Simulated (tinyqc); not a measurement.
## CMOS latch-up, two-transistor model: effect of the temperature

A parasitic pnp (emitter at Vdd, base shunted by Rw) and npn (emitter at ground, base shunted by Rs) feed each other: the npn collector current flows out of the pnp base node, the pnp collector current into the npn base node. Forward-active transistors with constant gains: Icn = Isn exp(Vn/Vt), Icp = Isp (exp(Vp/Vt) - 1). A current Ii is injected into the npn base node.

Isn, Isp and Von are given at 300 K; the currents scale as T^3 exp(-1.12 V/Vt), Von falls by 1.5 mV/K, gains and resistances are fixed. Node equations: Vp/Rw + Icp/bp = Icn and Vn/Rs + Icn/bn = Icp + Ii. Loop gain G = gn gp/[(1/Rw + gp/bp)(1/Rs + gn/bn)], gn = Icn/Vt, gp = (Icp + Isp)/Vt; the off state ends where G = 1, and Ii there is the trigger current. On state with both base-emitter voltages at Von: npn base current Ib = (Von/Rs + bp Von/Rw)/(bn bp - 1), holding current Ih = (bn + 1) Ib + Von/Rs, holding voltage Vh = Vsat + Von + R2 (Ib + Von/Rs).

Inputs (values chosen for the exercise); values close to those of bulk CMOS:
```
symbol    value  unit                                                     meaning
bn         14.4                                           current gain of the npn
bp          4.2                                           current gain of the pnp
Isn     3.4e-16     A  saturation current of the npn at the reference temperature
Isp     2.6e-15     A  saturation current of the pnp at the reference temperature
Rs          650   ohm                       substrate resistance shunting the npn
Rw         1200   ohm                            well resistance shunting the pnp
R2          360   ohm           resistance from the pnp collector to the npn base
Von        0.74     V                        base-emitter voltage in the on state
Vsat       0.06     V                                          saturation voltage
Vdd         1.8     V                                              supply voltage
```

Constants: q = 1.602176634e-19 C, kB = 1.380649e-23 J/K, Vt = kB T/q. Results are converted to the units shown.

Effect of the temperature:
```
T (K),Vn at trigger (V),trigger current (mA),Ih (mA),Vh (V)
233,0.8303,1.315,2.390,1.392
263,0.7827,1.237,2.262,1.320
293,0.7335,1.157,2.134,1.249
323,0.6827,1.075,2.006,1.178
353,0.6301,0.9897,1.878,1.106
383,0.5758,0.9013,1.750,1.035
413,0.5194,0.8095,1.622,0.9639
443,0.4608,0.7134,1.494,0.8926
```

As T goes from 233 to 443 K, the trigger current falls from 1.31 to 0.713 mA, Ih falls from 2.39 to 1.49 mA and Vh falls from 1.39 to 0.893 V. Vh exceeds the supply Vdd = 1.8 V, which then cannot sustain a latched state, in 0 of the 8 rows.

Numbers from tinyqc (`OMP_NUM_THREADS=1 python tinyqc.py 2670124 2670125 out.jsonl`; about 0.07 s on one thread of a shared Intel Xeon 2.30GHz).
